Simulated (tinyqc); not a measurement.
# Worked calculation: free and trapped electrons in a MOS channel with a dense trap tail

tinyqc, about 0.02 s, one thread, Intel Xeon 2.30GHz (shared host): `OMP_NUM_THREADS=1 python tinyqc.py 2222156 2222157 out.jsonl` Printed values are rounded.

p-type body, charge-sheet picture, full ionisation (an idealisation for deep acceptors), Boltzmann statistics for free electrons. e = Ec - EF at the surface. Acceptor-like traps of density D(E) = D0 + De exp(-E/Ew) at depth E below Ec, from 0 to Eu, hold n_t = integral of D(E)/(1 + exp((e - E)/Vt)). psi = Eg - Vt ln(Nv/Na) - e; N_dep = sqrt(2 eps0 eps_r Na (psi - Vt)/q); n_f = sqrt(N_dep^2 + 2 eps0 eps_r Vt Nc exp(-e/Vt)/q) - N_dep; Vg = Vfb + psi + q (N_dep + n_t + n_f)/Cox, Cox = eps0 eox/tox.

Parameters, values chosen for the exercise; band and dielectric values close to those of gallium nitride:
- T = 300 K (temperature)
- Eg = 3.4 eV (band gap)
- eps_r = 9.5 (relative permittivity)
- Nc = 2.28e18 cm^-3 (conduction-band density of states at T)
- Nv = 4.57e19 cm^-3 (valence-band density of states at T)
- eox = 3.9 (relative permittivity of the insulator)
- tox = 58 nm (insulator thickness)
- Na = 5.4e15 cm^-3 (acceptor density)
- Vfb = -2.11 V (flat-band voltage without trapped charge)
- D0 = 2e11 cm^-2 eV^-1 (constant background density of acceptor-like traps)
- De = 5.6e12 cm^-2 eV^-1 (density of the tail at the conduction edge)
- Ew = 0.13 eV (decay energy of the tail)
- Eu = 0.53 eV (depth below Ec down to which the traps reach)
- mf = 82 cm^2/(V s) (mobility of free electrons)
- e = 0.109 eV (Ec - EF at the surface)

Constants: q = 1.602176634e-19 C, kB = 1.380649e-23 J/K, Vt = kB T/q, eps0 = 8.8541878128e-14 F/cm where lengths are in cm. Results are converted to the units shown.

## Trapped charge

Trapezoid rule on 13 equal steps from 0 to Eu, f = 1/(1 + exp((e - E)/Vt)).

E, point 0 to 13 (eV): [0, 0.0407692, 0.0815385, 0.122308, 0.163077, 0.203846, 0.244615, 0.285385, 0.326154, 0.366923, 0.407692, 0.448462, 0.489231, 0.53]
D(E) f, point 0 to 13 (cm^-2 eV^-1): [8.43234e10, 2.86106e11, 8.19651e11, 1.49327e12, 1.59980e12, 1.33332e12, 1.04757e12, 8.22546e11, 6.55467e11, 5.32940e11, 4.43328e11, 3.77827e11, 3.29957e11, 2.94974e11]
n_t = 4.04897e11 cm^-2

With 1600 steps n_t = 4.053e11 cm^-2; the coarse value is 0.11 % below it.

## Charges and gate voltage

psi, N_dep, n_f and Vg as defined, with the n_t given; free share n_f/(n_f + n_t); apparent mobility mf n_f/(n_f + n_t); gate voltage spent on traps q n_t/Cox.

psi = 3.05721 V
N_dep = 4.14583e11 cm^-2
n_f = 1.08694e10 cm^-2
Vg = 3.18174 V
free share = 2.61430 %
apparent mobility = 2.14372 cm^2/(V s)
gate voltage spent on traps = 1.08961 V
